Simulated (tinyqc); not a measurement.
Access strength from the read disturbance.

Problem. Transistor (EKV form, voltages against the body): I = 2 n b Vt^2 [F(vp - Vs) - F(vp - Vd)] from drain to source, F(v) = ln^2(1 + exp(v/(2 Vt))), vp = (Vg - VT + sg |Vd - Vs|)/n. n-channel bodies are at 0; for the p-channel device all voltages are counted down from Vdd. b in uA/V^2 gives I in uA. In an SRAM read the low node Q obeys In(gate QB, drain Q) = Ip(gate QB, drain Q) + Ia, where the access transistor (threshold VTn) has its gate and drain at Vdd and its source at Q. Find Ia, ba and the cell ratio bn/ba.

Values chosen for this exercise: temperature T = 400 K; supply voltage Vdd = 0.4 V; slope factor n = 1.23; drain-induced barrier lowering sg = 0.086; n-channel threshold VTn = 0.31 V; p-channel threshold (magnitude) VTp = 0.29 V; gain factor of the pull-down transistor bn = 390 uA/V^2; gain factor of the pull-up transistor bp = 200 uA/V^2.

Constants: q = 1.602176634e-19 C, kB = 1.380649e-23 J/K, Vt = kB T/q. Results are converted to the units shown.

Q and QB in the read (V): [0.046194216, 0.39963596]

Solution. The node equation gives Ia, which is proportional to ba.

Ia = 1.21 uA
ba = 320 uA/V^2
cell ratio = 1.22

Computed by the program tinyqc: `OMP_NUM_THREADS=1 python tinyqc.py 2340089 2340090 out.jsonl`, one thread of a shared Intel Xeon 2.30GHz, about 0.1 s for the whole run.
